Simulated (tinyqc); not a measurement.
Schottky barrier on an n-type semiconductor with a doping step, non-linear Poisson equation by Newton steps: one step of the calculation.

One dimension, metal at x = 0, donor density C(x) = N1 for x < x1 and Nd beyond. Energies are counted from the electron Fermi level of the semiconductor and the conduction-band edge is Ec = -psi, so n = Nc exp(psi/Vt); holes follow the Fermi level of the metal, at -V, so p = Nv exp((V - psi - Eg)/Vt). Ends: psi(0) = V - phiB and psi = Vt ln(Nd/Nc) deep inside. Boltzmann statistics, full ionisation, no current, no image force in the Poisson equation.

Problem. End potentials, built-in voltage, Debye length. psi_0 = V - phiB, psi_b = Vt ln(Nd/Nc), Vbi = phiB - Vt ln(Nc/Nd), LD = sqrt(eps0 eps_r Vt/(q Nd)), W = sqrt(2 eps0 eps_r (Vbi - V)/(q Nd)), hole density at the metal p_0 = Nv exp((phiB - Eg)/Vt).

Parameters, values chosen for the exercise; band and dielectric values close to those of In0.53Ga0.47As: temperature T = 350 K; band gap Eg = 0.736 eV; relative permittivity eps_r = 14; conduction-band density of states at T Nc = 2.61e17 cm^-3; valence-band density of states at T Nv = 9.55e18 cm^-3; donor density deep in the semiconductor Nd = 4.5e16 cm^-3; barrier height phiB = 0.49 eV; bias of the metal against the semiconductor V = -4.5 V.

Constants: q = 1.602176634e-19 C, kB = 1.380649e-23 J/K, Vt = kB T/q, eps0 = 8.8541878128e-14 F/cm where lengths are in cm. Results are converted to the units shown.

Give: psi_0; psi_b; Vbi; LD; W for uniform Nd; p_0.

Solution.

psi_0 = -4.9900 V
psi_b = -0.053018 V
Vbi = 0.43698 V
LD = 22.772 nm
W for uniform Nd = 412.02 nm
p_0 = 2.7401e15 cm^-3

The hole density at the metal is 0.061 times Nd.

Numbers from tinyqc (`OMP_NUM_THREADS=1 python tinyqc.py 2020045 2020046 out.jsonl`; about 0.09 s on one thread of a shared Intel Xeon 2.30GHz).
